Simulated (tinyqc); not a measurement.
## Off-state leakage of single and stacked transistors: leakage components against the temperature

n-channel devices of unit width. Subthreshold current I(Vg, Vs, Vd) = I0 (T/300 K)^0.5 exp[(Vg - Vs - VT(T) - gb (Vs - Vb) + dd (Vd - Vs))/(nf Vt)] (1 - exp(-(Vd - Vs)/Vt)), VT(T) = VT - cT (T - 300 K). Gate-edge tunnelling Ig (Vd/1 V) exp(ag (Vd - 1 V)), for a gate at 0 V, and band-to-band leakage Ab u exp(-Bb/u), u = Vd - Vb + 1 V, flow at a drain held at V; both are taken as independent of T. In a stack of off transistors (all gates at 0 V) the same subthreshold current passes through each.

One transistor with Vg = Vs = 0, Vd = V; stack factor I(one)/I(two in series).

Values chosen for this exercise; values of the order met in bulk silicon logic transistors:
- V = 0.8 V (supply voltage)
- VT = 0.46 V (threshold at 300 K, zero drain and body bias)
- cT = 0.6 mV/K (fall of the threshold with temperature)
- I0 = 0.45 uA/um (current at threshold at 300 K)
- nf = 1.52 (slope factor)
- dd = 0.05 (drain-induced lowering per volt)
- gb = 0.2 (rise of the threshold per volt of source-body bias)
- Ig = 2e-5 uA/um (gate-edge tunnelling current at 1 V)
- ag = 5.4 1/V (exponential slope of the gate current)
- Ab = 100 uA/(um V) (prefactor of band-to-band leakage at the drain)
- Bb = 21 V (its exponential voltage)
- Vb = 0 V (body voltage)

Constants: q = 1.602176634e-19 C, kB = 1.380649e-23 J/K, Vt = kB T/q. Results are converted to the units shown.

The same in every row: gate edge (nA/um) = 0.0054335; band-to-band (nA/um) = 1.5435.

Results:
```
T (K),subthreshold (nA/um),total (nA/um),stack factor,largest part
250,4.4204e-4,1.5494,3.9540,band-to-band
275,0.0024523,1.5514,3.6394,band-to-band
300,0.010264,1.5592,3.4028,band-to-band
325,0.034577,1.5835,3.2190,band-to-band
350,0.098200,1.6471,3.0726,band-to-band
400,0.53902,2.0879,2.8548,band-to-band
425,1.0897,2.6387,2.7718,band-to-band
```

Estimate the missing row, T = 375 K.

Computed row:
```
T (K),subthreshold (nA/um),total (nA/um),stack factor,largest part
375,0.24323,1.7922,2.9534,band-to-band
```

With this row back in the table: As T goes from 250 to 425, the total leakage rises from 1.55 to 2.64 nA/um. The band-to-band part leads at T = 250 and in all other rows. The subthreshold part doubles every 24.6 K between the last two rows. The reduction by a stack of two falls from 3.95 to 2.77, for the subthreshold part alone.

tinyqc, about 0.03 s, one thread, Intel Xeon 2.30GHz (shared host): `OMP_NUM_THREADS=1 python tinyqc.py 2242235 2242236 out.jsonl`
